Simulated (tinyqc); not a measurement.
# Via and link resistance from two via chains

Problem. A chain of 5000 vias joined by 5000 metal links has R = 5000 (Rv + Rlink), with Rlink proportional to the link length. Find Rv, Rlink for length L, and the value of Rv that the short chain would give if the links were ignored.

resistance of chains of 5000 links with link lengths L and 3 L (ohm): [37000, 73000]

Solution. R per link is a straight line in the link length; its intercept at zero length is Rv.

Rv = 3.80 ohm
Rlink = 3.60 ohm
Rv without correction = 7.40 ohm

Numbers from tinyqc (`OMP_NUM_THREADS=1 python tinyqc.py 2750087 2750088 out.jsonl`; about 0.01 s on one thread of a shared Intel Xeon 2.30GHz).
